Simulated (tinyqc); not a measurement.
# Hot electrons in a saturated n-channel MOSFET, lucky-electron model, step by step

Program tinyqc, `OMP_NUM_THREADS=1 python tinyqc.py 2550089 2550090 out.jsonl`; Intel Xeon 2.30GHz, shared host, one thread, about 0.01 s. Printed values are rounded.

Beyond pinch-off the lateral field grows as Esat cosh(y/l) over the velocity-saturated region (pseudo-two-dimensional model). Impact ionisation in this region gives the substrate current, which biases the body forward through Rsub. Currents are per width. Local-field laws: they overstate ionisation when the field peak is narrower than an energy relaxation length.

Values chosen for this exercise; values close to those of silicon n-channel devices: channel length L = 1.2 um; oxide thickness tox = 24 nm; junction depth xj = 340 nm; threshold VT = 0.41 V; effective mobility mu = 390 cm^2/(V s); saturation velocity vs = 7.6e6 cm/s; ionisation prefactor Ai = 2e6 1/cm; ionisation field Bi = 1.83 MV/cm; resistance of the lightly doped drain Rd = 200 ohm um; substrate resistance Rsub = 19000 ohm um; fall of VT per volt of forward body bias kb = 0.28; hot-electron mean free path lm = 9.2 nm; oxide barrier pb = 3.2 V; prefactor of the gate current Cg = 0.0025; lifetime exponent m = 3; lifetime constant Hl = 730 s uA/um; drain voltage Vd = 5.1 V; gate voltage Vg = 2.9 V.

Constants: eps0 = 8.8541878128e-14 F/cm where lengths are in cm. Results are converted to the units shown.

## Length and field scales

Cox = 3.9 eps0/tox, l = sqrt(3 tox xj), Esat = 2 vs/mu.

Cox = 0.1438806 uF/cm^2
l = 156.4609 nm
Esat = 0.03897436 MV/cm
Esat L = 4.676923 V

## Iteration 1: body bias from the substrate current

Vb at the start = 0 V

Cox = 3.9 eps0/tox. Overdrive g = Vg - VT + kb Vb; Vdsat = g Esat L/(g + Esat L); Id = Cox vs (g - Vdsat); dV = Vd - Id Rd - Vdsat; Em = sqrt((dV/l)^2 + Esat^2); Isub = Id (Ai/Bi) l Em exp(-Bi/Em). Vb(new) = Rsub Isub.

Vdsat = 1.624901 V
Id = 94.59793 uA/um
dV = 3.456180 V
Em = 0.2243093 MV/cm
Isub = 0.1038903 uA/um
Vb after iteration 1 = 0.001973916 V

## Iteration 2: body bias from the substrate current

As before.

Vdsat = 1.625136 V
Id = 94.63263 uA/um
dV = 3.455937 V
Em = 0.2242941 MV/cm
Isub = 0.1038637 uA/um
Vb after iteration 2 = 0.001973411 V

## Course of the iteration: body bias from the substrate current

Stop when Vb changes by less than 1e-9 V, or after 60 iterations.

Course of the iteration:
```
iteration       Vb (V)  |change| (V)
1          0.001973916       1.97e-3
2          0.001973411       5.05e-7
3          0.001973411      1.29e-10
```

Converged in 3 iterations. The change falls from 0.0020 in the first iteration to below the tolerance in the last.

## Gate current, lifetime and channel shortening

Id = 94.63262 uA/um
dV = 3.455937 V
Em = 0.2242941 MV/cm
Isub = 0.1038638 uA/um

Ig = Cg Id exp(-pb/(lm Em)); lifetime tau = (Hl/Id)(Isub/Id)^(-m); length of the saturated region dL = l ln[(dV/l + Em)/Esat]. 1 year = 3.15576e7 s.

Isub/Id = 0.001097547
Ig = 0.04356312 pA/um
tau = 184.8880 years
dL = 381.0707 nm

The lifetime exceeds ten years. Integrating Ai exp(-Bi/E) over the cosh profile gives Isub/Id = 0.00101, so the closed form is 9.0 % above it.
